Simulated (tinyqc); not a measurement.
Resonant-tunnelling diode, transfer matrices and Tsu-Esaki current: one step of the calculation.

Emitter (band edge 0), barrier d1, well Lw, barrier d2, collector (edge -V). The bias drops linearly over these layers and none in the contacts; each layer is cut into ns equal slices, flat at the value of their centres. E is the energy of motion across the layers, C = hbar^2/(2 m0), psi and psi'/m are continuous. Transport is coherent, T(E) is taken as independent of the transverse momentum, and charge in the well is ignored.

Task. Running product of the slice matrices at the trial energy. For the pair (psi, psi'/m) a flat layer has M = [[cos kd, (m/k) sin kd], [-(k/m) sin kd, cos kd]] with k = sqrt(m (E - U)/C) above its edge U, and M = [[cosh Kd, (m/K) sinh Kd], [(K/m) sinh Kd, cosh Kd]] with K = sqrt(m (U - E)/C) below it. Later slices stand to the left. With M acting on (psi, psi'/m) and v = k/m in each lead, T(E) = 4 vL vR/[(vL vR M12 - M21)^2 + (vR M11 + vL M22)^2]. vL = sqrt(mw E/C)/mw, vR = sqrt(mw (E + V)/C)/mw.

Values chosen for this exercise; masses and offsets close to those of InGaAs wells and InP barriers:
- mw = 0.041 m0 (mass in the well, spacer and contacts)
- ns = 2 (slices in each layer)
- V = 0.062 V (bias of the collector)
- E = 0.04511 eV (trial energy)

Constants: q = 1.602176634e-19 C, hbar = 1.054571817e-34 J s, m0 = 9.1093837015e-31 kg, hbar^2/(2 m0) = 0.0380998212 eV nm^2. Results are converted to the units shown.

```
slice	U (eV)	m (m0)	width (nm)
0	0.22609009	0.082	1.4
1	0.21827027	0.082	1.4
2	-0.02331982	0.041	2.75
3	-0.03868018	0.041	2.75
4	0.17972973	0.082	1.4
5	0.17190991	0.082	1.4
```

Wanted: Product after each layer; T(E).

Result.

Product after each layer:
```
	M11	M12 (nm)	M21 (1/nm)	M22
barrier d1	2.9259	0.36228	20.531	2.8839
well	3.0778	0.43004	-21.596	-2.6926
barrier d2	0.21102	0.13469	-8.0054	-0.37087
```

T(E) = 0.90799

Computed by the program tinyqc: `OMP_NUM_THREADS=1 python tinyqc.py 2600005 2600006 out.jsonl`, one thread of a shared Intel Xeon 2.30GHz, about 0.1 s for the whole run.
